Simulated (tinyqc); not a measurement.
Deformation-potential model of the X valleys of a conduction band: one step. Strain from a uniaxial [111] stress. Two cases, with inputs chosen for the exercise.

Question. Form the compliances and the strain.

s11 = (C11 + C12)/((C11 - C12)(C11 + 2 C12)), s12 = -C12/((C11 - C12)(C11 + 2 C12)), s44 = 1/C44; exx = s11 sxx + s12 (syy + szz) and cyclic, exy = s44 sxy/2; tension is positive. A uniaxial stress X along the unit vector n is s_ij = X n_i n_j.

Case 1.

Values chosen (near those of GaP; shifted at random, so the results belong to these values and not to a real crystal):
- C11 = 137.7 GPa
- C12 = 63 GPa
- C44 = 71.7 GPa
- load = uniaxial [111] (kind of stress)
- X = 0.61 GPa (stress)

Case 2.

Values chosen (near those of GaP; shifted at random, so the results belong to these values and not to a real crystal):
- C11 = 143.9 GPa
- C12 = 63.7 GPa
- C44 = 70.5 GPa
- load = uniaxial [111] (kind of stress)
- X = 1.86 GPa (stress)

Give: s11, s12, s44; strain tensor.

Answer.

Case 1.

s11, s12, s44 (1/TPa): 10.1886  -3.1982  13.9470

strain tensor:
```
          x         y         z
x  0.000771  0.001418  0.001418
y  0.001418  0.000771  0.001418
z  0.001418  0.001418  0.000771
```

Case 2.

s11, s12, s44 (1/TPa): 9.5412  -2.9276  14.1844

strain tensor:
```
          x         y         z
x  0.002285  0.004397  0.004397
y  0.004397  0.002285  0.004397
z  0.004397  0.004397  0.002285
```

Computed by tinyqc, one run a case: `OMP_NUM_THREADS=1 python tinyqc.py N N+1 out.jsonl` with N = 1051326, 1080408; one thread of a shared Intel(R) Xeon(R) Processor @ 2.30GHz, about 0.01 s a run at most.
